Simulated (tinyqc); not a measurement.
# Worked calculation: MOS capacitor on a p-type substrate, surface potential from the exact charge relation

Program tinyqc, `OMP_NUM_THREADS=1 python tinyqc.py 2060141 2060142 out.jsonl`; Intel Xeon 2.30GHz, shared host, one thread, about 0.01 s. Printed values are rounded.

Uniform p-type substrate, Boltzmann statistics, full ionisation, classical densities. psi is the surface potential against the body (positive when the bands bend down) and u = psi/Vt. Traps are spread evenly over the gap and neutral at flat band, so their charge is -q Dit psi; the minority quasi-Fermi level is shifted by Vb.

Inputs (values chosen for the exercise); band and dielectric values those of a made-up semiconductor:
- T = 400 K (temperature)
- Eg = 3.27 eV (band gap)
- eps_r = 7.41 (relative permittivity)
- Nc = 3.23e19 cm^-3 (conduction-band density of states at T)
- Nv = 3.36e19 cm^-3 (valence-band density of states at T)
- chi = 2.85 eV (electron affinity)
- N = 4.8e17 cm^-3 (acceptor density of the substrate)
- eox = 3.9 (relative permittivity of the gate insulator (close to silicon dioxide))
- tox = 11 nm (insulator thickness)
- phiM = 3.96 eV (gate work function)
- Nf = 0 cm^-2 (fixed charge at the interface, in units of q)
- Dit = 0 cm^-2 eV^-1 (density of interface traps)
- Vb = 0 V (reverse bias of the inversion layer against the body)
- Vg = 2.12 V (gate voltage against the body)

Constants: q = 1.602176634e-19 C, kB = 1.380649e-23 J/K, Vt = kB T/q, eps0 = 8.8541878128e-14 F/cm where lengths are in cm. Results are converted to the units shown.

## Flat band, threshold and scales

ni = sqrt(Nc Nv) exp(-Eg/(2 Vt)), Eg in volts; phiF = Vt ln(N/ni); Cox = eps0 eox/tox; Vfb = phiM - chi - (Eg - Vt ln(Nv/N)) - q Nf/Cox; Q0 = sqrt(2 eps0 eps_r q N Vt); r = (ni/N)^2 exp(-Vb/Vt); VT = Vfb + [(2 phiF + Vb)(1 + q Dit/Cox) + sqrt(2 eps0 eps_r q N (2 phiF + Vb))/Cox].

ni = 0.0827328 cm^-3
phiF = 1.48924 V
Cox = 0.313921 uF/cm^2
Vfb = -2.01356 V
Q0 = 58.9781 nC/cm^2
r = 2.97079e-38
VT = 2.71134 V

## Starting value

psi = Vg - Vfb (all of the voltage in the semiconductor).

psi at the start = 4.13356 V

## Iteration 1: Newton step for the surface potential

u = psi/Vt; F^2 = exp(-u) + u - 1 + r (exp(u) - u - 1); Qs = -sign(u) Q0 F; Cs = -dQs/dpsi = (Q0/Vt) |1 - exp(-u) + r (exp(u) - 1)|/(2 F). f = Vfb + psi + (q Dit psi - Qs)/Cox - Vg, f' = 1 + (Cs + q Dit)/Cox, psi(new) = psi - f/f'.

u = 119.920
F = 1.89104e7
Qs = -1.11530e9 nC/cm^2
Cs = 1.61781e7 uF/cm^2
f = 3.55280e6 V
f' = 5.15357e7
psi after iteration 1 = 4.06462 V

This iterate lies far beyond the solution, so its charge is not a physical one.

## Iteration 2: Newton step for the surface potential

As before.

u = 117.920
F = 6.95675e6
Qs = -4.10296e8 nC/cm^2
Cs = 5.95160e6 uF/cm^2
f = 1.30700e6 V
f' = 1.89589e7
psi after iteration 2 = 3.99568 V

This iterate lies far beyond the solution, so its charge is not a physical one.

## Iteration 3: Newton step for the surface potential

As before.

u = 115.920
F = 2.55924e6
Qs = -1.50939e8 nC/cm^2
Cs = 2.18947e6 uF/cm^2
f = 4.80819e5 V
f' = 6.97459e6
psi after iteration 3 = 3.92674 V

This iterate lies far beyond the solution, so its charge is not a physical one.

## Course of the Newton iteration

Stop when the step is below 1e-10 V, or after 20 iterations.

Course of the iteration:
```
iteration  psi before the step (V)     f (V)  step (V)
1                          4.13356    3.55e6   -0.0689
2                          4.06462    1.31e6   -0.0689
3                          3.99568    4.81e5   -0.0689
4                          3.92674    1.77e5   -0.0689
5                          3.85780    6.51e4   -0.0689
6                          3.78886    2.39e4   -0.0689
7                          3.71993      8810   -0.0689
8                          3.65099      3240   -0.0689
9                          3.58207      1190   -0.0689
...                            ...       ...       ...
12                         3.37571      59.0   -0.0681
13                         3.30766      21.5   -0.0666
14                         3.24103      7.77   -0.0641
15                         3.17693      2.84   -0.0647
16                         3.11224      1.18   -0.0948
17                         3.01743     0.663    -0.304
18                         2.71336     0.236    -0.180
19                         2.53305  -9.50e-4   7.20e-4
20                         2.53377  -1.66e-8   1.26e-8
```

Not converged within 20 iterations. In 12 iterations the step is within 3 % of 2 Vt = 68.9 mV: there Qs grows as exp(|u|/2), and a Newton step on such an exponential moves psi by 2 Vt whatever the distance left. A rerun from another start, psi = Vg - Vfb, limited to the range from -4 Vt to +(2 phiF + Vb + 4 Vt), converges in 6 iterations.
